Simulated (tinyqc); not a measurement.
Inputs raised by 10 %, one at a time: charge neutrality of a doped semiconductor with incomplete ionisation. Computed by tinyqc, a small Python program. Command: `OMP_NUM_THREADS=1 python tinyqc.py 3013484 3013485 out.jsonl dopant sens`. One thread of a shared host (Intel(R) Xeon(R) Processor @ 2.30GHz), about 0.03 s of CPU time with the checks.

Energies are counted from the top of the valence band; E_D is measured down from the conduction band and E_A up from the valence band.

Inputs (values chosen for the exercise, modelled on GaAs):

| quantity | value | unit |
|---|---|---|
| gap at 0 K E_g0 | 1.53 | eV |
| Varshni alpha | 0.000556 | eV/K |
| Varshni beta | 211 | K |
| electron mass m_e | 0.0688 | m_0 |
| valleys M_c | 1 | - |
| hole mass m_h | 0.55 | m_0 |
| acceptor density N_A | 1.7e+16 | cm^-3 |
| acceptor depth E_A | 0.029 | eV |
| acceptor degeneracy g_A | 4 | - |
| temperature T | 300 | K |
| iteration cap | 60 | - |

Doping: p-type. Statistics of the bands: Boltzmann. Solver: Newton steps on the logarithm. Start of Newton steps: 0.25 eV inside the majority band.

Constants: m_0 = 9.1093837015e-31 kg; k_B = 1.380649e-23 J/K; h = 6.62607015e-34 J s; k_B = 8.617333262e-05 eV/K.

Method:
- E_g = E_g0 - alpha T^2/(T + beta).
- N_c = 2 M_c (2 pi m_e k_B T/h^2)^(3/2) and N_v = 2 (2 pi m_h k_B T/h^2)^(3/2), masses in units of m_0.
- n_i = sqrt(N_c N_v) exp(-E_g/(2 k_B T)); E_i = E_g/2 + (k_B T/2) ln(N_v/N_c).
- n = N_c exp((E_F - E_g)/k_B T), p = N_v exp(-E_F/k_B T).
- N_A- = N_A/(1 + g_A exp((E_A - E_F)/k_B T)).
- Neutrality: p + N_D+ = n + N_A-; the log ratio is ln[(p + N_D+)/(n + N_A-)].
- Newton steps from the start named, with the slope from a central difference of 1e-6 eV; the function is the log ratio y = ln[(p + N_D+)/(n + N_A-)]; the bracket -0.3 to E_g + 0.3 eV is narrowed by the sign of y at each step, and a step that would leave it is replaced by its midpoint; stop when |log ratio| < 1e-9.

Runs:

| input moved | from | to | majority density p (cm^-3) | distance of E_F from the majority band edge (eV) | minority density n (cm^-3) | intrinsic density n_i (cm^-3) |
|---|---|---|---|---|---|---|
| base run | - | - | 1.6667e+16 | 0.16598 | 2.4346e-04 | 2.0144e+06 |
| acceptor density N_A (cm^-3) | 1.7e+16 | 1.87e+16 | 1.8298e+16 | 0.16356 | 2.2175e-04 | 2.0144e+06 |
| acceptor depth E_A (eV) | 0.029 | 0.0319 | 1.6629e+16 | 0.16603 | 2.4402e-04 | 2.0144e+06 |
| electron mass m_e (m_0) | 0.0688 | 0.07568 | 1.6667e+16 | 0.16598 | 2.8088e-04 | 2.1636e+06 |
| hole mass m_h (m_0) | 0.55 | 0.605 | 1.6710e+16 | 0.16960 | 2.8016e-04 | 2.1636e+06 |
| temperature T (K) | 300 | 330 | 1.6737e+16 | 0.18652 | 8.1202e-02 | 3.6866e+07 |
| gap at 0 K E_g0 (eV) | 1.53 | 1.683 | 1.6667e+16 | 0.16598 | 6.5485e-07 | 1.0447e+05 |

Exponents ln(y'/y) / ln(x'/x):

| input | majority density p | distance of E_F from the majority band edge | minority density n | intrinsic density n_i |
|---|---|---|---|---|
| acceptor density N_A | 0.980 | -0.154 | -0.980 | 0.000 |
| acceptor depth E_A | -0.024 | 0.004 | 0.024 | 0.000 |
| electron mass m_e | 0.000 | 0.000 | 1.500 | 0.750 |
| hole mass m_h | 0.027 | 0.227 | 1.473 | 0.750 |
| temperature T | 0.044 | 1.224 | 60.956 | 30.500 |
| gap at 0 K E_g0 | 0.000 | 0.000 | -62.095 | -31.048 |

To which inputs is each result most sensitive?

Among the inputs moved here: majority density p answers most in size to acceptor density N_A (exponent +0.980), next to temperature T (+0.044); its exponent is below 0.0005 for electron mass m_e, gap at 0 K E_g0. Its exponent +0.980 in acceptor density N_A: p is proportional to N_A, as under full ionisation and also in freeze-out with slight compensation. Distance of E_F from the majority band edge answers most in size to temperature T (exponent +1.224), next to hole mass m_h (+0.227); its exponent is below 0.0005 for electron mass m_e, gap at 0 K E_g0. Minority density n answers most in size to gap at 0 K E_g0 (exponent -62.095), and about equally to temperature T (+60.956). Its exponent -0.980 in acceptor density N_A: mass action, with a majority density proportional to N_A. intrinsic density n_i answers most in size to gap at 0 K E_g0 (exponent -31.048), and about equally to temperature T (+30.500); its exponent is below 0.0005 for acceptor density N_A, acceptor depth E_A. Its exponent +0.750 in electron mass m_e: n_i goes as (m_e m_h)^(3/4). Its exponent +0.750 in hole mass m_h: n_i goes as (m_e m_h)^(3/4).
